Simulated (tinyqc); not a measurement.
MOSFET in the linear regime without short-channel effects, parameter extraction from computed curves: extraction methods against the source plus drain resistance.

Inversion charge Q = Cox n Vt W0(exp((Vg - VT)/(n Vt))), W0 the Lambert function and n = nf; u = Q/Cox; mobility mu = mu0/(1 + th1 u + th2 u^2); channel resistance Rch = (L - dL)/(W mu Q); Id = Vd/(Rch + Rsd/W). Cox = eps0 eox/tox. Small Vd, no channel-length or drain effects.

From the continuous curve Id(Vg): tangent at peak gm (V_ext = Vg - Id/gm); constant current Id = 0.1 uA W/L; peak of d2Id/dVg2; Y = Id/sqrt(gm) drawn through Vg = VT + 0.6 and VT + 0.8 V, with intercept VT_Y and slope s. Mobilities gm,max L/(W Cox Vd) and s^2 L/(W Cox Vd) with the drawn L. Last column: share of Rsd/W in the total resistance at VT + 0.8 V.

Values chosen for this exercise; channel values of the order met in silicon transistors:
```
symbol  value        unit                                                                 meaning
T         300           K                                                             temperature
eox       3.9              relative permittivity of the gate insulator (close to silicon dioxide)
tox       5.4          nm                                                     insulator thickness
mu0        96  cm^2/(V s)                                                      low-field mobility
th1      0.19         1/V                                       first mobility attenuation factor
th2         0       1/V^2                                      second mobility attenuation factor
VT       0.43           V                                                       threshold voltage
nf        1.5                                                                         body factor
W         0.5          um                                                              gate width
L        0.32          um                                                       drawn gate length
dL      0.002          um                                             drawn less effective length
Vd       0.01           V                                                           drain voltage
```

Constants: q = 1.602176634e-19 C, kB = 1.380649e-23 J/K, Vt = kB T/q, eps0 = 8.8541878128e-14 F/cm where lengths are in cm. Results are converted to the units shown.

Result of one run:

| Rsd (ohm um) | V_ext (V) | constant current (V) | second derivative (V) | VT_Y (V) | mobility from gm (cm^2/(V s)) | mobility from Y (cm^2/(V s)) | series share (%) |
|---|---|---|---|---|---|---|---|
| 0 | 0.451 | 0.654 | 0.420 | 0.476 | 76.6 | 85.1 | 0 |

What becomes of these results when the source plus drain resistance Rsd is changed from 0 to 800 ohm um, all else the same?

Result of the changed run:

| Rsd (ohm um) | V_ext (V) | constant current (V) | second derivative (V) | VT_Y (V) | mobility from gm (cm^2/(V s)) | mobility from Y (cm^2/(V s)) | series share (%) |
|---|---|---|---|---|---|---|---|
| 800 | 0.439 | 0.659 | 0.419 | 0.476 | 71.0 | 85.1 | 8.59 |

The whole series:

| Rsd (ohm um) | V_ext (V) | constant current (V) | second derivative (V) | VT_Y (V) | mobility from gm (cm^2/(V s)) | mobility from Y (cm^2/(V s)) | series share (%) |
|---|---|---|---|---|---|---|---|
| 0 | 0.451 | 0.654 | 0.420 | 0.476 | 76.6 | 85.1 | 0 |
| 50 | 0.450 | 0.654 | 0.420 | 0.476 | 76.2 | 85.1 | 0.584 |
| 100 | 0.449 | 0.654 | 0.420 | 0.476 | 75.7 | 85.1 | 1.16 |
| 200 | 0.447 | 0.655 | 0.420 | 0.476 | 75.0 | 85.1 | 2.30 |
| 400 | 0.444 | 0.656 | 0.420 | 0.476 | 73.5 | 85.1 | 4.49 |
| 800 | 0.439 | 0.659 | 0.419 | 0.476 | 71.0 | 85.1 | 8.59 |
| 1500 | 0.432 | 0.664 | 0.418 | 0.476 | 67.4 | 85.1 | 15.0 |

The model has VT = 0.43 V and mu0 = 96 cm^2/(V s). Over the table the extracted thresholds move by 19 mV (tangent), 10 mV (constant current), 2.5 mV (second derivative), under 0.5 mV (Y function). The mobility from gm falls from 76.6 to 67.4 and that from Y stays near 85.1 cm^2/(V s). Y cancels the series resistance, which multiplies Id and sqrt(gm) by the same factor.

Computed by the program tinyqc: `OMP_NUM_THREADS=1 python tinyqc.py 2210064 2210065 out.jsonl`, one thread of a shared Intel Xeon 2.30GHz, about 0.01 s for the whole run.
